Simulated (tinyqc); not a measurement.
What moves the minority density and the gain: heavy doping: gap narrowing, degeneracy and the minority density.

F_j(eta) = (1/Gamma(j + 1)) integral_0^infinity x^j dx/(1 + exp(x - eta)), which tends to exp(eta) for eta << 0.

Empirical narrowing (Slotboom form, constants chosen for the exercise; published fits of this form give the apparent narrowing, here it is taken as the true one): dEg = E0 [ln(N/N0) + sqrt(ln(N/N0)^2 + C)].

Majority: N = Nc F_1/2(eta), eta the distance of EF beyond the majority band edge in kT. Degeneracy factor gam = F_1/2(eta)/exp(eta). ni0^2 = Nc Nv exp(-Eg/kT); product n p = ni0^2 gam exp(dEg/kT), dEg the true narrowing; apparent narrowing dEa = dEg + kT ln gam; minority density = n p/N.

Bipolar transistor with N as emitter doping: beta = K (N/NB) exp((dEa_B + dG - dEa_E)/kT), dEa_E = dEg(N) + kT ln gam, dEa_B = dEg(NB). For the sweep in T, Nc is scaled as (T/T0)^(3/2) from its value at T0 = T.

Constants: kB = 8.617333262e-05 eV/K.

Values chosen for the exercise (gap and densities of states near those of Si at this temperature; narrowing constants near the fits for Si; not measured data):
```
symbol  value     unit    meaning
Eg      1.134     eV      gap
Nc      2e+19     1/cm^3  conduction-band density of states
Nv      9.34e+18  1/cm^3  valence-band density of states
T       250       K
E0      7.5       meV     narrowing scale
N0      8.5e+16   1/cm^3  onset density
C       0.5               smoothing constant
N       2.8e+19   1/cm^3  ionised donors, equal to the majority density
NB      4e+17     1/cm^3  base doping
K       2.7               ratio (D_B W_E)/(D_E W_B)
dG      50        meV     extra narrowing of the base by alloying
```

All results formed anew. Each row changes one parameter from the base and keeps the others.

Results:
```
case                 dEg (meV)  dEa (meV)  minority (1/cm^3)  beta
base                     87.28      76.82            0.00325   169
N = 5.6e+19 1/cm^3       97.64      77.09            0.00165   333
E0 = 9 meV              104.74      94.28            0.00732  94.1
N0 = 1.7e+17 1/cm^3      76.93      66.47            0.00201   174
Eg = 1.154 eV            87.28      76.82            0.00129   169
Nc = 2.6e+19 1/cm^3      87.28      79.20            0.00472   151
NB = 8e+17 1/cm^3        87.28      76.82            0.00325   135
```

The largest shifts from the base row, up to three for each result and ties (the steps differ in size, so this ranks the rows, not the parameters). dEg (meV): E0 +17.46, N +10.36, N0 -10.35; unchanged at the printed digits by Eg, Nc and NB. dEa (meV): E0 +17.46, N0 -10.35, Nc +2.38; unchanged at the printed digits by Eg and NB. minority (1/cm^3): E0 +0.00406, Eg -0.00197, N -0.00161; unchanged at the printed digits by NB. beta: N +165, E0 -74.7, NB -34.2; unchanged at the printed digits by Eg.

Run: tinyqc, `OMP_NUM_THREADS=1 python tinyqc.py 1681717 1681718 out.jsonl`; Intel(R) Xeon(R) Processor @ 2.30GHz, one thread, shared host; about 0.01 s of CPU time with all checks.
